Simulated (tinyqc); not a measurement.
Sp3 tight binding, zinc-blende lattice, step by step. Computed by tinyqc, a small Python program that keeps every step. Command: `OMP_NUM_THREADS=1 python tinyqc.py 20243 20244 out.jsonl` (the two numbers bound the seeds that draw the settings). One thread of a shared host (Intel(R) Xeon(R) Processor @ 2.60GHz), about 0.01 s of CPU time with the checks.

## Bloch Hamiltonian at k

Parameters chosen for this model: zinc-blende lattice, anion at 0, cation at a/4 (1,1,1); V = eta hbar^2 / (m d^2), hbar^2/m = 7.619964 eV angstrom^2:
```
parameter          value      unit
a               6.330000  angstrom
d               2.740970  angstrom
Es anion      -11.100000        eV
Ep anion       -6.330000        eV
Es cation     -11.100000        eV
Ep cation      -6.330000        eV
eta ss         -1.320000
eta sp          1.420000
eta pp sigma    2.220000
eta pp pi      -0.630000
V ss           -1.338808        eV
V sp            1.440232        eV
V pp sigma      2.251631        eV
V pp pi        -0.638976        eV
```

k point k (2 pi / a): -0.030000  0.310000  -0.140000

Slater-Koster rules over the four bonds with direction cosines (l, m, n): ss V_ss; s-px l V_sp; px-s -l V_sp; px-px l^2 V_pps + (1 - l^2) V_ppp; px-py l m (V_pps - V_ppp); each times exp(i k.d).

H(k) at k (eV):
```
                      a s                 a px                a py                 a pz
a s            -11.100000             0.000000            0.000000             0.000000
a px             0.000000            -6.330000            0.000000             0.000000
a py             0.000000             0.000000           -6.330000             0.000000
a pz             0.000000             0.000000            0.000000            -6.330000
c s   -4.613661-0.025750i  -0.339135-0.135133i  0.030206+1.517201i  -0.071549-0.640514i
c px   0.339135+0.135133i   1.118463+0.006242i  0.082909+0.742206i  -0.035002-1.758081i
c py  -0.030206-1.517201i   0.082909+0.742206i  1.118463+0.006242i   0.392978+0.156588i
c pz   0.071549+0.640514i  -0.035002-1.758081i  0.392978+0.156588i   1.118463+0.006242i

                      c s                 c px                 c py                 c pz
a s   -4.613661+0.025750i   0.339135-0.135133i  -0.030206+1.517201i   0.071549-0.640514i
a px  -0.339135+0.135133i   1.118463-0.006242i   0.082909-0.742206i  -0.035002+1.758081i
a py   0.030206-1.517201i   0.082909-0.742206i   1.118463-0.006242i   0.392978-0.156588i
a pz  -0.071549+0.640514i  -0.035002+1.758081i   0.392978-0.156588i   1.118463-0.006242i
c s            -11.100000             0.000000             0.000000             0.000000
c px             0.000000            -6.330000             0.000000             0.000000
c py             0.000000             0.000000            -6.330000             0.000000
c pz             0.000000             0.000000             0.000000            -6.330000
```

## Levels at k

Diagonalise the Hermitian matrix.

eigenvalues (eV): -15.976458  -9.039608  -8.589251  -8.185801  -5.440567  -4.816987  -4.181190  -3.950138

weights |c|^2 of the basis functions:
```
        band 1    band 2    band 3    band 4    band 5    band 6    band 7    band 8
a s   0.488033  0.131868  0.002971  0.026694  0.319148  0.007244  0.002966  0.021076
a px  0.000188  0.086304  0.358491  0.030437  0.072431  0.007352  0.138626  0.306171
a py  0.009878  0.152242  0.025911  0.192298  0.105452  0.451929  0.011235  0.051054
a pz  0.001901  0.129586  0.112628  0.250570  0.002969  0.033475  0.347173  0.121699
c s   0.488033  0.131868  0.002971  0.026694  0.319148  0.007244  0.002966  0.021076
c px  0.000188  0.086304  0.358491  0.030437  0.072431  0.007352  0.138626  0.306171
c py  0.009878  0.152242  0.025911  0.192298  0.105452  0.451929  0.011235  0.051054
c pz  0.001901  0.129586  0.112628  0.250570  0.002969  0.033475  0.347173  0.121699
```

## Bloch Hamiltonian at L

k point L (2 pi / a): 0.500000  0.500000  0.500000

As before.

H(k) at L (eV):
```
                      a s                 a px                 a py                 a pz
a s            -11.100000             0.000000             0.000000             0.000000
a px             0.000000            -6.330000             0.000000             0.000000
a py             0.000000             0.000000            -6.330000             0.000000
a pz             0.000000             0.000000             0.000000            -6.330000
c s   -1.893360-1.893360i   1.175945+1.175945i   1.175945+1.175945i   1.175945+1.175945i
c px  -1.175945-1.175945i   0.458996+0.458996i  -1.362645-1.362645i  -1.362645-1.362645i
c py  -1.175945-1.175945i  -1.362645-1.362645i   0.458996+0.458996i  -1.362645-1.362645i
c pz  -1.175945-1.175945i  -1.362645-1.362645i  -1.362645-1.362645i   0.458996+0.458996i

                      c s                 c px                 c py                 c pz
a s   -1.893360+1.893360i  -1.175945+1.175945i  -1.175945+1.175945i  -1.175945+1.175945i
a px   1.175945-1.175945i   0.458996-0.458996i  -1.362645+1.362645i  -1.362645+1.362645i
a py   1.175945-1.175945i  -1.362645+1.362645i   0.458996-0.458996i  -1.362645+1.362645i
a pz   1.175945-1.175945i  -1.362645+1.362645i  -1.362645+1.362645i   0.458996-0.458996i
c s            -11.100000             0.000000             0.000000             0.000000
c px             0.000000            -6.330000             0.000000             0.000000
c py             0.000000             0.000000            -6.330000             0.000000
c pz             0.000000             0.000000             0.000000            -6.330000
```

## Levels at L

As before.

eigenvalues (eV): -14.506604  -11.912400  -8.906190  -8.906190  -6.045009  -3.753810  -3.753810  -2.395987

## Bands along a path

The same steps at evenly spaced points between the labelled ones.

Bands along the path (eV):
```
k             band 1      band 2      band 3      band 4     band 5     band 6     band 7     band 8
L         -14.506604  -11.912400   -8.906190   -8.906190  -6.045009  -3.753810  -3.753810  -2.395987
L-G 0.25  -14.968989  -11.258570   -8.761389   -8.761389  -5.969799  -3.898611  -3.898611  -2.662642
L-G 0.50  -15.715978   -9.936586   -8.369875   -8.369875  -5.795677  -4.290125  -4.290125  -3.411759
L-G 0.75  -16.260642   -8.494603   -7.882587   -7.882587  -5.661204  -4.777413  -4.777413  -4.443551
G         -16.455230   -7.628238   -7.628238   -7.628238  -5.744770  -5.031762  -5.031762  -5.031762
G-X 0.25  -16.194025   -8.288028   -8.231046   -8.231046  -5.393800  -4.984147  -4.428954  -4.428954
G-X 0.50  -15.438402   -9.632753   -9.205747   -9.205747  -4.928520  -4.860325  -3.454253  -3.454253
G-X 0.75  -14.268746  -11.206605   -9.925256   -9.925256  -4.713798  -4.670851  -2.734744  -2.734744
X         -12.807798  -12.807798  -10.184143  -10.184143  -4.622202  -4.622202  -2.475857  -2.475857
X-W 0.25  -12.807798  -12.807798  -10.184143  -10.184143  -4.622202  -4.622202  -2.475857  -2.475857
X-W 0.50  -12.807798  -12.807798  -10.184143  -10.184143  -4.622202  -4.622202  -2.475857  -2.475857
X-W 0.75  -12.807798  -12.807798  -10.184143  -10.184143  -4.622202  -4.622202  -2.475857  -2.475857
W         -12.807798  -12.807798  -10.184143  -10.184143  -4.622202  -4.622202  -2.475857  -2.475857
```

With 4 band(s) filled, the highest filled level on these points lies at G and the lowest empty one at L: a gap of 1.5832 eV, indirect.
